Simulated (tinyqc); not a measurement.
Barrier thickness: exchange-split free-electron bands and tunnelling magnetoresistance.

Majority and minority bands E = c k^2/m -/+ Dx/2, c = hbar^2/2m0, so k_up = sqrt(m (EF + Dx/2)/c), k_dn = sqrt(m (EF - Dx/2)/c); n_s = k_s^3/(6 pi^2), D_s = m k_s/(4 pi^2 c).

Barrier: kappa = sqrt(mb phi/c), c = hbar^2/2m0. With a = k1/m, b = k2/m, w = kappa/mb, the transmission at normal incidence is T(k1, k2) = 4 a b w^2/[w^2 (a + b)^2 + (w^2 + a^2)(w^2 + b^2) sinh^2(kappa d)]. Parallel: G_P = T(up, up) + T(dn, dn); antiparallel: G_AP = 2 T(up, dn); TMR = (G_P - G_AP)/G_AP. Julliere: TMR = 2 P^2/(1 - P^2). Slonczewski factor: P_eff = P_k (w^2 - a_up a_dn)/(w^2 + a_up a_dn), P_k = (k_up - k_dn)/(k_up + k_dn).

Constants: hbar^2/2m0 = 3.80998211 eV angstrom^2.

Parameters, chosen for this exercise: EF = 3.83 eV (Fermi energy above the mean band bottom); Dx = 3.61 eV (exchange splitting); m = 1.25 m0 (mass in the electrodes); phi = 2.17 eV (barrier height above EF); mb = 0.86 m0 (mass in the barrier).

Results:

| d (angstrom) | kappa d | G_P | G_AP | TMR (%) |
|---|---|---|---|---|
| 1 | 0.700 | 1.24 | 1.19 | 4.14 |
| 2 | 1.400 | 0.411 | 0.405 | 1.38 |
| 3 | 2.100 | 0.110 | 0.109 | 0.38 |
| 4 | 2.799 | 0.0276 | 0.0275 | 0.11 |
| 6 | 4.199 | 0.00169 | 0.00169 | 0.02 |
| 8 | 5.599 | 0.000103 | 0.000103 | 0.02 |
| 10 | 6.999 | 6.25e-06 | 6.24e-06 | 0.01 |
| 13 | 9.098 | 9.37e-08 | 9.37e-08 | 0.01 |
| 16 | 11.198 | 1.41e-09 | 1.41e-09 | 0.01 |
| 20 | 13.997 | 5.21e-12 | 5.21e-12 | 0.01 |

What can be read from this table?

For thick barriers each angstrom costs a factor exp(2 kappa) = 4.05 in both conductances, and TMR settles at 0.01 % (the interface factor, which vanishes at (kappa/mb)^2 = k_up k_dn/m^2, reduces it below the value from the polarisation of k alone); it is within 0.1 point of that from d = 4 angstrom on. At 1 angstrom it is 4.14 %, where the barrier is thin and the mismatch of k_up and k_dn starts to rule, as it does fully for d -> 0.

Computed by tinyqc, a small Python program: `OMP_NUM_THREADS=1 python tinyqc.py 1680559 1680560 out.jsonl` (the numbers bound the seed that draws the inputs); one thread of a shared host (Intel(R) Xeon(R) Processor @ 2.30GHz), about 0.01 s for the whole set of steps.
